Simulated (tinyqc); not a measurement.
Worked calculation: one-electron ion in a basis of Gaussians. Computed by tinyqc, a small Python program that keeps every step. Settings: Z = 4, l = 1. Command: `OMP_NUM_THREADS=1 python tinyqc.py 23690 23691 out.jsonl` (the two numbers bound the seeds that draw the settings). One thread of a shared host (Intel(R) Xeon(R) Processor @ 2.60GHz), about 0.01 s of CPU time with the checks.

## Matrices over normalised Gaussians

exponents of r^l exp(-a r^2) (1/bohr^2): [0.25640, 1.24300, 6.02700, 29.22000, 141.70000]

Z = 4

l = 1

With p = a_i + a_j and I(k) = Gamma((k+1)/2) / (2 p^((k+1)/2)): S = I(2l+2), T = (2l+3) a_i a_j S / p, V = -Z I(2l+1), each divided by sqrt(S_ii S_jj).

S:
$$\begin{pmatrix}
1.00000 & 0.49206 & 0.09848 & 0.01486 & 0.00210 \\
0.49206 & 1.00000 & 0.49199 & 0.09848 & 0.01486 \\
0.09848 & 0.49199 & 1.00000 & 0.49204 & 0.09846 \\
0.01486 & 0.09848 & 0.49204 & 1.00000 & 0.49193 \\
0.00210 & 0.01486 & 0.09846 & 0.49193 & 1.00000
\end{pmatrix}$$

T (hartree):
$$\begin{pmatrix}
0.64100 & 0.52295 & 0.12110 & 0.01889 & 0.00269 \\
0.52295 & 3.10750 & 2.53491 & 0.58706 & 0.09154 \\
0.12110 & 2.53491 & 15.06750 & 12.29209 & 2.84607 \\
0.01889 & 0.58706 & 12.29209 & 73.05000 & 59.58440 \\
0.00269 & 0.09154 & 2.84607 & 59.58440 & 354.25000
\end{pmatrix}$$

V (hartree):
$$\begin{pmatrix}
-2.15475 & -1.81301 & -0.74282 & -0.24283 & -0.07534 \\
-1.81301 & -4.74432 & -3.99158 & -1.63547 & -0.53453 \\
-0.74282 & -3.99158 & -10.44695 & -8.78985 & -3.60096 \\
-0.24283 & -1.63547 & -8.78985 & -23.00270 & -19.35199 \\
-0.07534 & -0.53453 & -3.60096 & -19.35199 & -50.65516
\end{pmatrix}$$

## Generalised eigenproblem

H = T + V (hartree):
$$\begin{pmatrix}
-1.51375 & -1.29006 & -0.62172 & -0.22394 & -0.07265 \\
-1.29006 & -1.63682 & -1.45668 & -1.04841 & -0.44299 \\
-0.62172 & -1.45668 & 4.62055 & 3.50224 & -0.75489 \\
-0.22394 & -1.04841 & 3.50224 & 50.04730 & 40.23241 \\
-0.07265 & -0.44299 & -0.75489 & 40.23241 & 303.59484
\end{pmatrix}$$

Solve H C = S C e through S^(-1/2); each column has its largest component positive (the first on a tie).

eigenvalues of S: [0.25333, 0.47015, 0.86946, 1.42927, 1.97778]

eigenvalues (hartree): [-1.96877, -0.60843, 7.93933, 64.25470, 375.47196]

coefficients:
$$\begin{pmatrix}
0.50659 & 1.02125 & 0.26545 & -0.07353 & 0.02362 \\
0.61445 & -0.88557 & -0.79980 & 0.25030 & -0.08009 \\
0.07487 & -0.08156 & 1.17978 & -0.69241 & 0.23142 \\
0.00526 & -0.00656 & -0.02834 & 1.20828 & -0.63992 \\
0.00037 & -0.00034 & 0.00818 & -0.06262 & 1.17123
\end{pmatrix}$$

For Z = 4 and l = 1 the exact lowest level is -Z^2/(2 n^2) with n = l + 1: -2.000000 hartree.
